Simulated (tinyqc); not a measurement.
Free and trapped electrons in a MOS channel with a dense trap tail: two steps of the calculation.

p-type body, charge-sheet picture, full ionisation (an idealisation for deep acceptors), Boltzmann statistics for free electrons. e = Ec - EF at the surface. Acceptor-like traps of density D(E) = D0 + De exp(-E/Ew) at depth E below Ec, from 0 to Eu, hold n_t = integral of D(E)/(1 + exp((e - E)/Vt)). psi = Eg - Vt ln(Nv/Na) - e; N_dep = sqrt(2 eps0 eps_r Na (psi - Vt)/q); n_f = sqrt(N_dep^2 + 2 eps0 eps_r Vt Nc exp(-e/Vt)/q) - N_dep; Vg = Vfb + psi + q (N_dep + n_t + n_f)/Cox, Cox = eps0 eox/tox.

Inputs (values chosen for the exercise); band and dielectric values close to those of gallium nitride:
- T = 300 K (temperature)
- Eg = 3.38 eV (band gap)
- eps_r = 9.61 (relative permittivity)
- Nc = 2.32e18 cm^-3 (conduction-band density of states at T)
- Nv = 4.57e19 cm^-3 (valence-band density of states at T)
- eox = 3.9 (relative permittivity of the insulator)
- tox = 25 nm (insulator thickness)
- Na = 1.3e17 cm^-3 (acceptor density)
- Vfb = -2.97 V (flat-band voltage without trapped charge)
- D0 = 1.1e11 cm^-2 eV^-1 (constant background density of acceptor-like traps)
- De = 7.1e12 cm^-2 eV^-1 (density of the tail at the conduction edge)
- Ew = 0.1 eV (decay energy of the tail)
- Eu = 0.97 eV (depth below Ec down to which the traps reach)
- mf = 92 cm^2/(V s) (mobility of free electrons)
- e = -0.028 eV (Ec - EF at the surface)

Constants: q = 1.602176634e-19 C, kB = 1.380649e-23 J/K, Vt = kB T/q, eps0 = 8.8541878128e-14 F/cm where lengths are in cm. Results are converted to the units shown.

Problem 1. Trapped charge. Trapezoid rule on 12 equal steps from 0 to Eu, f = 1/(1 + exp((e - E)/Vt)).

Find: E; D(E) f; n_t.

Solution 1.

```
point,E (eV),D(E) f (cm^-2 eV^-1)
0,0,5.386e12
1,0.08083,3.226e12
2,0.1617,1.519e12
3,0.2425,7.382e11
4,0.3233,3.899e11
5,0.4042,2.347e11
6,0.4850,1.656e11
7,0.5658,1.348e11
8,0.6467,1.210e11
9,0.7275,1.149e11
10,0.8083,1.122e11
11,0.8892,1.110e11
12,0.9700,1.104e11
```

n_t = 7.772e11 cm^-2

Problem 2. Charges and gate voltage. psi, N_dep, n_f and Vg as defined, with the n_t given; free share n_f/(n_f + n_t); apparent mobility mf n_f/(n_f + n_t); gate voltage spent on traps q n_t/Cox.

n_t = 7.7724319e11 cm^-2

Wanted: psi; N_dep; n_f; Vg; free share; apparent mobility; gate voltage spent on traps.

Solution 2.

psi = 3.256 V
N_dep = 2.112e12 cm^-2
n_f = 4.064e11 cm^-2
Vg = 4.109 V
free share = 34.33 %
apparent mobility = 31.59 cm^2/(V s)
gate voltage spent on traps = 0.9016 V

Numbers from tinyqc (`OMP_NUM_THREADS=1 python tinyqc.py 2222133 2222134 out.jsonl`; about 0.02 s on one thread of a shared Intel Xeon 2.30GHz).
